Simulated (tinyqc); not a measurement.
Inside a calculation: special k points of the square lattice. Values are carried at full precision from step to step, so a last printed digit may differ when a step is redone from the rounded ones.

Lattice vectors in units of a: a1 = (1, 0), a2 = (0, 1); reciprocal vectors b_i with a_i . b_j = 2 pi delta_ij. Mesh: k = sum_i f_i b_i with f_i = (2 j_i + shift)/(2 N), j_i = 0 .. N-1. The point group of the lattice has 8 operations; only those that map the mesh onto itself are used.

Values chosen for the exercise: N = 8 (points along each reciprocal vector); shift = 0 (half steps); D = 1.61 eV (half gap term); t = 0.56 eV (coupling); e0 = 0.61 eV (offset).

## Irreducible points and weights

Join points that an operation carries into one another (modulo reciprocal vectors); list each class by its first point in the order of (j1, j2, ...).

Irreducible points:
```
f1          f2  weight
0.0000  0.0000       1
0.0000  0.1250       4
0.0000  0.2500       4
0.0000  0.3750       4
0.0000  0.5000       2
0.1250  0.1250       4
0.1250  0.2500       8
0.1250  0.3750       8
0.1250  0.5000       4
0.2500  0.2500       4
0.2500  0.3750       8
0.2500  0.5000       4
0.3750  0.3750       4
0.3750  0.5000       4
0.5000  0.5000       1
```

operations that keep the mesh = 8
irreducible points = 15

The weights add up to 64 = N^2; symmetry saves a factor 4.3.

## Which stars the mesh integrates

A_m(k) = sum over the m-th star of lattice vectors R of cos(k . R), stars in order of length: m = 1: |R|^2 = 1, 4 vectors, such as (1, 0) in the basis a_i; m = 2: |R|^2 = 2, 4 vectors, such as (1, 1) in the basis a_i; m = 3: |R|^2 = 4, 4 vectors, such as (2, 0) in the basis a_i; m = 4: |R|^2 = 5, 8 vectors, such as (2, 1) in the basis a_i; m = 5: |R|^2 = 8, 4 vectors, such as (2, 2) in the basis a_i; m = 6: |R|^2 = 9, 4 vectors, such as (3, 0) in the basis a_i. The zone mean of every A_m is zero.

Lattice vectors in units of a: a1 = (1, 0), a2 = (0, 1); f are fractions of the reciprocal vectors. Evaluate the first six A_m at each irreducible point (k . R = 2 pi sum f_i n_i) and form the weighted means.

A_m at the points, rows 1, 2, 3, 4, 5, 6, 7, 8, 9, 10, 11, 12, 13, 14, 15; columns m=1, m=2, m=3, m=4, m=5, m=6:
```
[[4.000, 4.000, 4.000, 8.000, 4.000, 4.000],
 [3.414, 2.828, 2.000, 2.828, 0.000, 0.586],
 [2.000, 0.000, 0.000, -4.000, -4.000, 2.000],
 [0.586, -2.828, 2.000, -2.828, 0.000, 3.414],
 [0.000, -4.000, 4.000, 0.000, 4.000, 0.000],
 [2.828, 2.000, 0.000, 0.000, 0.000, -2.828],
 [1.414, 0.000, -2.000, -2.828, 0.000, -1.414],
 [0.000, -2.000, 0.000, 0.000, 0.000, 0.000],
 [-0.586, -2.828, 2.000, 2.828, 0.000, -3.414],
 [0.000, 0.000, -4.000, 0.000, 4.000, 0.000],
 [-1.414, 0.000, -2.000, 2.828, 0.000, 1.414],
 [-2.000, 0.000, 0.000, 4.000, -4.000, -2.000],
 [-2.828, 2.000, 0.000, 0.000, 0.000, 2.828],
 [-3.414, 2.828, 2.000, -2.828, 0.000, -0.586],
 [-4.000, 4.000, 4.000, -8.000, 4.000, -4.000]]
```

weighted means: m=1 0.000, m=2 0.000, m=3 0.000, m=4 0.000, m=5 0.000, m=6 0.000

All six means vanish: the mesh is exact for functions whose Fourier series ends within these stars.

## A zone average from the irreducible points

Test function, the lower band of a two-band insulator: E(k) = -sqrt(D^2 + (e0 - t A_1(k))^2).

Lattice vectors in units of a: a1 = (1, 0), a2 = (0, 1). Evaluate E at each point and take the weighted mean; the reference uses the unshifted mesh with N = 96.

E at the points (eV): [-2.2911, -2.0706, -1.6888, -1.6345, -1.7217, -1.8817, -1.6202, -1.7217, -1.8633, -1.7217, -2.1349, -2.3633, -2.7213, -2.9921, -3.2733]

weighted mean = -2.0089 eV
reference mean = -2.0089 eV

The error is 0.00 meV with 15 points.

## Checks

- Weighted mean over irreducible points against the plain mean over the whole mesh (eV): both -2.008918.
- Reference mean against a mesh of N = 102 (eV): both -2.0089.

Program tinyqc; command `OMP_NUM_THREADS=1 python tinyqc.py 1650903 1650904 out.jsonl`; about 0.09 s on one thread of a shared Intel(R) Xeon(R) Processor @ 2.30GHz.
